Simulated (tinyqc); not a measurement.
Interface traps from C-V curves, high-low and Terman methods: one step of the calculation.

MOS capacitor on an n-type substrate; psi is the band bending, negative in depletion; only majority carriers are counted. At the bending psi the Fermi level lies y = xi - psi below the conduction edge at the surface, xi = Vt ln(Nc/Nd). Dit(y) = D0 + D1 exp(-y/E1); traps fill up to the Fermi level, follow the bias and a slow signal, and do not follow a fast one. V is the gate voltage from flat band.

Question. The curves. Cox = 3.9 eps0/EOT, LD = sqrt(eps0 eps_r Vt/(q Nd)), u = psi/Vt, Cd = (eps0 eps_r/(sqrt(2) LD)) |exp(u) - 1|/sqrt(exp(u) - u - 1). Ideal V0 = psi - sqrt(2) (eps0 eps_r Vt/LD) sqrt(exp(u) - u - 1)/Cox for psi < 0; the traps add dV = (q/Cox) times the integral of Dit from 0 to psi = (q/Cox) [D0 psi + D1 E1 exp(-xi/E1) (exp(psi/E1) - 1)]. 1/C_HF = 1/Cox + 1/Cd, 1/C_LF = 1/Cox + 1/(Cd + q Dit). Take n equally spaced psi from pa to pb.

Values chosen for this exercise; band and dielectric values close to those of gallium nitride:
```
symbol,value,unit,meaning
T,300,K,temperature
eps_r,9.57,,relative permittivity
Nc,2.3e18,cm^-3,conduction-band density of states at T
Nd,2e17,cm^-3,donor density
EOT,4.4,nm,equivalent oxide thickness
D0,3.5e10,cm^-2 eV^-1,trap density far from the band edge
D1,7.2e11,cm^-2 eV^-1,band-tail density at the conduction edge
E1,0.06,eV,decay energy of the tail
n,7,,points
pa,-0.9,V,deepest band bending
pb,-0.039,V,shallowest band bending
```

Constants: q = 1.602176634e-19 C, kB = 1.380649e-23 J/K, Vt = kB T/q, eps0 = 8.8541878128e-14 F/cm where lengths are in cm. Results are converted to the units shown.

Wanted: psi; y; Dit; V0; V; C_HF; C_LF; Cox.

Answer.

| point | psi (V) | y (eV) | Dit (cm^-2 eV^-1) | V0 (V) | V (V) | C_HF (nF/cm^2) | C_LF (nF/cm^2) |
|---|---|---|---|---|---|---|---|
| 0 | -0.90000 | 0.96314 | 3.5000e10 | -1.1776 | -1.1871 | 107.54 | 111.69 |
| 1 | -0.75650 | 0.81964 | 3.5001e10 | -1.0103 | -1.0188 | 116.14 | 120.19 |
| 2 | -0.61300 | 0.67614 | 3.5009e10 | -0.8405 | -0.8480 | 127.38 | 131.29 |
| 3 | -0.46950 | 0.53264 | 3.5100e10 | -0.6673 | -0.6737 | 143.05 | 146.78 |
| 4 | -0.32600 | 0.38914 | 3.6098e10 | -0.4887 | -0.4941 | 167.33 | 170.89 |
| 5 | -0.18250 | 0.24564 | 4.7004e10 | -0.3000 | -0.3043 | 213.94 | 217.90 |
| 6 | -0.03900 | 0.10214 | 1.6623e11 | -0.0798 | -0.0815 | 358.69 | 366.40 |

Cox = 784.80 nF/cm^2

At the deepest bending the traps stretch the gate voltage from -1.18 to -1.19 V.

Range of the model: Traps more than about 25 kB T below the conduction edge emit electrons too slowly to follow an ordinary sweep, so the deepest points are idealised.

Computed by the program tinyqc: `OMP_NUM_THREADS=1 python tinyqc.py 2030052 2030053 out.jsonl`, one thread of a shared Intel Xeon 2.30GHz, about 0.01 s for the whole run.
